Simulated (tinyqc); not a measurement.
Self-consistent Fermi level with native defects, at growth and after a quench. Changing the dopant density N_X. Computed by tinyqc, a small Python program. Command: `OMP_NUM_THREADS=1 python tinyqc.py 3020548 3020549 out.jsonl scfermi sweep`. One thread of a shared host (Intel(R) Xeon(R) Processor @ 2.30GHz), about 0.1 s of CPU time with the checks.

Energies are counted from the top of the valence band (VBM); when the gap shrinks with temperature the conduction band moves and the levels stay. The added dopant is taken as fully ionised. D and A draw on one reservoir with opposite signs, as the two vacancies of a compound do.

Inputs (values chosen for the exercise, with bands modelled on InP):
```
quantity                                value   unit
gap E_g at 300 K                         1.37     eV
slope -dE_g/dT above 300 K            0.00032   eV/K
electron mass m_e                      0.0778    m_0
valleys M_c                                 1      -
hole mass m_h                           0.588    m_0
E_f of the neutral native donor D       1.507     eV
E_f of the neutral native acceptor A    1.148     eV
shift s of the chemical potential      -0.011     eV
site density N_s                      2.5e+22  cm^-3
growth temperature T_g                   1050      K
temperature of use T                      200      K
```

Added shallow dopant: donor.

levels of D above the VBM, most positive state first (eV): 0.605  0.994

levels of A above the VBM, (0/-1) first (eV): 0.565  0.691  0.695

Constants: m_0 = 9.1093837015e-31 kg; k_B = 1.380649e-23 J/K; h = 6.62607015e-34 J s; k_B = 8.617333262e-05 eV/K.

Method:
- E_f(D, 0) = input + s and E_f(A, 0) = input - s; E_f(q, E_F = 0) follows from the levels, eps(q/q-1) = E_f(q - 1) - E_f(q) at E_F = 0.
- E_g(T) = E_g - slope x max(0, T - 300 K).
- N_c = 2 M_c (2 pi m_e k_B T/h^2)^(3/2) and N_v = 2 (2 pi m_h k_B T/h^2)^(3/2), masses in units of m_0.
- At growth T = T_g.
- n = N_c F_1/2((E_F - E_g)/k_B T), p = N_v F_1/2(-E_F/k_B T).
- F_1/2(eta) = (2/sqrt(pi)) int_0^infinity sqrt(x)/(1 + exp(x - eta)) dx, by the trapezoid rule in t = sqrt(x) with step 0.02 up to t = 12 (for eta < -12 by exp(eta) - exp(2 eta)/2^(3/2)).
- In equilibrium c_q = N_s exp(-(E_f(q, 0) + q E_F)/k_B T).
- Net charge = p - n + sum q c_q + N_X; the log ratio is ln(positive charge/negative charge).
- E_F is the root of the log ratio, by 50 bisections between -0.5 eV and E_g + 0.5 eV.
- After a quench the totals of D and A stay as grown, and each is shared among its charge states with weights exp(-(E_f(q, 0) + q E_F)/k_B T).

One run for each value; columns: (1) dopant density N_X (cm^-3); (2) E_F at growth (eV); (3) total D (cm^-3); (4) total A (cm^-3); (5) E_F after the quench (eV); (6) n after the quench (cm^-3); (7) p after the quench (cm^-3):
```
(1)           (2)         (3)         (4)      (5)         (6)         (7)
1.00e+15  0.62230  1.8489e+17  2.8452e+17  0.60932  2.0119e-02  2.7247e+03
4.00e+15  0.62254  1.8419e+17  2.8539e+17  0.60962  2.0476e-02  2.6772e+03
2.00e+16  0.62381  1.8051e+17  2.9012e+17  0.61129  2.2562e-02  2.4297e+03
7.00e+16  0.62772  1.6970e+17  3.0545e+17  0.61724  3.1850e-02  1.7211e+03
3.00e+17  0.64401  1.3189e+17  3.8506e+17  0.65653  3.1127e-01  1.7611e+02
1.00e+18  0.67653  8.1764e+16  6.6586e+17  0.68238  1.3956e+00  3.9279e+01
4.00e+18  0.72523  4.2342e+16  1.8762e+18  0.69721  3.2979e+00  1.6622e+01
2.00e+19  0.78030  2.1677e+16  7.8752e+18  0.70959  6.7661e+00  8.1019e+00
7.00e+19  0.82108  1.3828e+16  2.5770e+19  0.71800  1.1022e+01  4.9737e+00
3.00e+20  0.86706  8.7307e+15  1.0579e+20  0.72717  1.8766e+01  2.9212e+00
```

Over the rows, E_F at growth (eV) rises from 0.622 to 0.867 (exponent d ln y / d ln x 2.8e-4 between the first rows and 0.037 between the last); total D (cm^-3) falls from 1.85e17 to 8.73e15 (exponent d ln y / d ln x -0.0027 between the first rows and -0.32 between the last); total A (cm^-3) rises from 2.85e17 to 1.06e20 (exponent d ln y / d ln x 0.0022 between the first rows and 0.97 between the last). At the high end the exponent of total A is 0.97, close to 1: native acceptors form in proportion to the added donors. The density of carriers of the sign that the dopant should give, relative to N_X, goes after the quench from 2.0e-15 % to 6.3e-18 %. Doping moves E_F at growth, which lowers E_f of the compensating defect by its charge times the shift.

Caution (rows 7.00e19, 3.00e20): above about 2e19 cm^-3 defects interact, pair and form bands, which the dilute model leaves out.
